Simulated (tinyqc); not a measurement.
Electromigration in a confined line: Blech product, Korhonen stress evolution and Black's law: one step, computed by the program tinyqc.

The electron wind pushes atoms from the cathode (x = 0) to the anode (x = L); blocking ends build a back stress (tension positive). The input rho is taken not to change with temperature. d sigma/dt = d/dx [kappa (d sigma/dx + G)], with zero flux at both ends and sigma = sigma_0 at t = 0.

Question. Time to nucleate a void. sigma(x, t) = sigma_0 + G L [1/2 - x/L - 4 sum_(m odd) cos(m pi x/L) exp(-m^2 pi^2 s)/(m pi)^2], s = t/tau, summed to m = 399. Solve sigma(0, t) = sigma_c for s; the semi-infinite estimate is t = (pi/kappa) ((sigma_c - sigma_0)/(2 G))^2.

Inputs (values chosen for the exercise, close to those used for cobalt lines): critical stress sigma_c = 360 MPa; initial stress sigma_0 = 150 MPa; line length L = 49 um; test temperature T = 290 C.

Start: thermal stress.

stress gradient G = 60.95200 MPa/um

tau = 1380.547 h

kappa = 4.831017e-16 m^2/s

Give: nucleation time; semi-infinite estimate.

Answer.

nucleation time = 5.361 h

semi-infinite estimate = 5.361 h

The two agree: the void nucleates before the far end is felt, so the time scales as 1/j^2 and not with L.
